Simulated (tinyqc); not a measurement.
# CMOS latch-up, two-transistor model: effect of the well resistance shunting the pnp

A parasitic pnp (emitter at Vdd, base shunted by Rw) and npn (emitter at ground, base shunted by Rs) feed each other: the npn collector current flows out of the pnp base node, the pnp collector current into the npn base node. Forward-active transistors with constant gains: Icn = Isn exp(Vn/Vt), Icp = Isp (exp(Vp/Vt) - 1). A current Ii is injected into the npn base node.

Node equations: Vp/Rw + Icp/bp = Icn and Vn/Rs + Icn/bn = Icp + Ii. Loop gain G = gn gp/[(1/Rw + gp/bp)(1/Rs + gn/bn)], gn = Icn/Vt, gp = (Icp + Isp)/Vt; the off state ends where G = 1, and Ii there is the trigger current. On state with both base-emitter voltages at Von: npn base current Ib = (Von/Rs + bp Von/Rw)/(bn bp - 1), holding current Ih = (bn + 1) Ib + Von/Rs, holding voltage Vh = Vsat + Von + R2 (Ib + Von/Rs).

Parameters, values chosen for the exercise; values close to those of bulk CMOS: temperature T = 300 K; current gain of the npn bn = 13.8; current gain of the pnp bp = 0.9; saturation current of the npn at T Isn = 8.6e-15 A; saturation current of the pnp at T Isp = 3e-16 A; substrate resistance shunting the npn Rs = 990 ohm; resistance from the pnp collector to the npn base R2 = 86 ohm; base-emitter voltage in the on state Von = 0.73 V; saturation voltage Vsat = 0.15 V; supply voltage Vdd = 2.5 V.

Constants: q = 1.602176634e-19 C, kB = 1.380649e-23 J/K, Vt = kB T/q. Results are converted to the units shown.

Effect of the well resistance shunting the pnp:
```
Rw (ohm),Vn at trigger (V),trigger current (mA),Ih (mA),Vh (V)
66,0.7182,1.417,14.59,1.024
130,0.7000,1.048,8.243,0.9870
250,0.6825,0.8618,5.099,0.9688
470,0.6656,0.7615,3.505,0.9595
920,0.6478,0.6983,2.618,0.9543
1800,0.6302,0.6579,2.166,0.9517
3400,0.6137,0.6303,1.943,0.9504
6600,0.5969,0.6073,1.822,0.9497
```

As Rw goes from 66 to 6600 ohm, the trigger current falls from 1.42 to 0.607 mA, Ih falls from 14.6 to 1.82 mA and Vh falls from 1.02 to 0.950 V. Vh exceeds the supply Vdd = 2.5 V, which then cannot sustain a latched state, in 0 of the 8 rows.

Numbers from tinyqc (`OMP_NUM_THREADS=1 python tinyqc.py 2670137 2670138 out.jsonl`; about 0.08 s on one thread of a shared Intel Xeon 2.30GHz).
